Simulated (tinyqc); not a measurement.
# Resistance of a source-drain extension with a graded tip: two studies

y runs along the channel, the gate covers y > 0. The doping is N0 for y < y0 and N0 10^(-(y - y0)/la) beyond, uniform over the depth xj. Sheet conductance s(y) = q mu(N) max(N - Nch, 0) xj + (for y > 0) ma Cox Vo, with mu(N) = u0 + (u1 - u0)/(1 + (N/Nr)^au) and Cox = eps0 eox/tox. Current is taken as one-dimensional; depletion of the tip, spreading and the contact are left out. The metallurgical junction lies at yj, where N = Nch.

Values chosen for this exercise; mobility law close to that of electrons in silicon:

| symbol | value | unit | meaning |
|---|---|---|---|
| eox | 3.9 |  | relative permittivity of the gate insulator (close to silicon dioxide) |
| tox | 2.9 | nm | insulator thickness |
| N0 | 2.4e20 | cm^-3 | active doping of the extension far from the gate |
| la | 3.5 | nm/decade | lateral abruptness |
| y0 | -0.1 | nm | position under the gate where the fall begins (gate edge at 0) |
| xj | 14 | nm | depth of the extension |
| Nch | 6.4e17 | cm^-3 | channel doping |
| Ls | 19 | nm | spacer length |
| Vo | 0.89 | V | gate overdrive |
| ma | 230 | cm^2/(V s) | mobility of the gate-induced layer |
| u1 | 1414 | cm^2/(V s) | mobility at low doping |
| u0 | 68.5 | cm^2/(V s) | mobility at high doping |
| Nr | 9.2e16 | cm^-3 | reference doping |
| au | 0.711 |  | exponent |
| Lg | 60 | nm | gate length |

Constants: q = 1.602176634e-19 C, eps0 = 8.8541878128e-14 F/cm where lengths are in cm. Results are converted to the units shown.

Each table varies one quantity; the others keep the values above.

## Abruptness at a fixed junction position

R_spacer = integral of dy/s from -Ls to 0, R_ov from 0 to yj, R_channel = (Lg - 2 yj)/(ma Cox Vo), R_total = 2 R_spacer + 2 R_ov + R_channel. Electrical length L_eff = ma Cox dR_total/d(1/Vo); R_series = R_total - L_eff/(ma Cox Vo). y0 is moved with la so that yj stays at 8.9091 nm.

The same in every row: yj (nm) = 8.909; R_channel (ohm um) = 173.1.

Results:
```
la (nm/decade)  R_spacer (ohm um)  R_ov (ohm um)  R_total (ohm um)  L_eff (nm)  R_series (ohm um)
1                           4.815          6.542             195.8       43.83              15.94
2.2                         4.815          11.84             206.4       45.74              18.71
3.4                         4.815          17.14             217.0       47.65              21.48
5.8                         8.823          24.88             240.5       51.05              31.01
7                           14.42          26.95             255.8       52.28              41.32
8.2                         22.20          28.38             274.2       53.21              55.92
9.4                         31.89          29.42             295.7       53.94              74.37
```

Estimate the missing row, la = 4.6 nm/decade.

Computed row:
```
la (nm/decade)  R_spacer (ohm um)  R_ov (ohm um)  R_total (ohm um)  L_eff (nm)  R_series (ohm um)
4.6                         5.666          21.75             227.9       49.49              24.86
```

With this row back in the table: As la goes from 1 to 9.4 nm/decade, R_total rises from 196 to 296 ohm um, R_spacer rises from 4.82 to 31.9 ohm um and R_ov rises from 6.54 to 29.4 ohm um. R_total changes on average by 11.9 ohm um for each nm/decade. L_eff exceeds the metallurgical length by 1.65 nm in the first row and 11.8 nm in the last, since the gate also controls the lightly doped tips.

## Effect of the active doping of the extension far from the gate

Same model as above.

Result of one run:
```
N0 (cm^-3)  yj (nm)  R_spacer (ohm um)  R_ov (ohm um)  R_channel (ohm um)  R_total (ohm um)  L_eff (nm)  R_series (ohm um)
4e20          9.686              2.947          17.74               166.7             208.1       46.26              18.28
```

What becomes of these results when the active doping of the extension far from the gate N0 is changed from 4e20 to 7.2e19 cm^-3, all else the same?

Result of the changed run:
```
N0 (cm^-3)  yj (nm)  R_spacer (ohm um)  R_ov (ohm um)  R_channel (ohm um)  R_total (ohm um)  L_eff (nm)  R_series (ohm um)
7.2e19        7.079              14.81          16.77               188.1             251.2       51.42              40.27
```

The whole series:
```
N0 (cm^-3)  yj (nm)  R_spacer (ohm um)  R_ov (ohm um)  R_channel (ohm um)  R_total (ohm um)  L_eff (nm)  R_series (ohm um)
2e19          5.132              45.02          14.65               204.1             323.4       55.03              97.65
3.1e19        5.798              31.13          15.57               198.6             292.0       53.85              71.08
4.7e19        6.431              21.68          16.25               193.4             269.3       52.67              53.18
7.2e19        7.079              14.81          16.77               188.1             251.2       51.42              40.27
1.1e20        7.723              10.04          17.15               182.8             237.2       50.16              31.38
1.7e20        8.385              6.681          17.43               177.4             225.6       48.85              25.16
2.6e20        9.031              4.461          17.61               172.1             216.2       47.56              21.06
4e20          9.686              2.947          17.74               166.7             208.1       46.26              18.28
```

As N0 goes from 2e19 to 4e20, R_total falls from 323 to 208 ohm um, L_eff falls from 55.0 to 46.3 nm and R_series falls from 97.6 to 18.3 ohm um.

Computed by the program tinyqc: `OMP_NUM_THREADS=1 python tinyqc.py 2282149 2282150 out.jsonl`, one thread of a shared Intel Xeon 2.30GHz, about 0.03 s for the whole run.
